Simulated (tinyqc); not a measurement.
Stark shift: quantum well in an electric field by finite differences.

Finite differences on points z_i at the centres of cells of width h: H_ii = (c/h^2)(1/m_(i-1/2) + 1/m_(i+1/2)) + V_i, H_(i,i+1) = -(c/h^2)/m_(i+1/2), where m_(i+1/2) is the mean of the masses at the two points (the end values are repeated outwards), psi = 0 on the points beyond both ends, c = hbar^2/2m0. The field adds e F (z - z0) with z0 the middle of the structure; 1 kV/cm = 1e-5 eV/angstrom.

Constants: hbar^2/2m0 = 3.80998211 eV angstrom^2.

Inputs chosen for the exercise (out of a larger set: near those of a GaAs well in AlGaAs; not measured data): layers = ((60, 0.324, 0.1002), (60, 0, 0.0658), (60, 0.324, 0.1002)) (each layer: thickness in angstrom, band edge in eV, mass in m0); hf = 0.9375 angstrom (cell width of the fine grid); Fs = (0, 16.7, 33.3, 50, 66.7, 83.3, 100) kV/cm (fields).

Fine grid. Perturbation theory: dE1 = e F z_11 - beta (e F)^2 with beta = sum_j z_1j^2/(E_j - E_1) over the 13 next levels at zero field, z from z0.

Levels against field:

| F (kV/cm) | E1 (eV) | E2 (eV) | dE1 (meV) | second order (meV) | <z - z0> (angstrom) | E2 - E1 (meV) |
|---|---|---|---|---|---|---|
| 0 | 0.0660 | 0.2525 | 0.00 | 0.00 | 0.0 | 186.6 |
| 16.7 | 0.0659 | 0.2525 | -0.04 | -0.04 | -0.5 | 186.5 |
| 33.3 | 0.0658 | 0.2523 | -0.18 | -0.18 | -1.1 | 186.5 |
| 50.0 | 0.0656 | 0.2520 | -0.40 | -0.40 | -1.6 | 186.4 |
| 66.7 | 0.0653 | 0.2516 | -0.71 | -0.71 | -2.1 | 186.3 |
| 83.3 | 0.0649 | 0.2511 | -1.10 | -1.10 | -2.6 | 186.2 |
| 100 | 0.0644 | 0.2504 | -1.59 | -1.59 | -3.2 | 186.0 |

z_11 = 0.00 angstrom
beta = 1589 angstrom^2/eV

At zero field the state is centred, so the shift starts as F^2; it turns linear only if the state is pulled to one side. At 100 kV/cm E1 has moved by -1.59 meV, where second order gives -1.59 meV; they differ by 0.1 % there. The electron moves by -3.2 angstrom, against the rise of the potential. From 83.3 kV/cm on E2 lies above the lowest point of the outer barrier, so it is a resonance or a state of the finite grid, held or pushed up by its ends. E2 - E1 shrinks with the field; the ends are 186.6 and 186.0 meV.

(tinyqc, `OMP_NUM_THREADS=1 python tinyqc.py 1281322 1281323 out.jsonl`, Intel(R) Xeon(R) Processor @ 2.30GHz, 1 thread, shared host, about 0.01 s.)
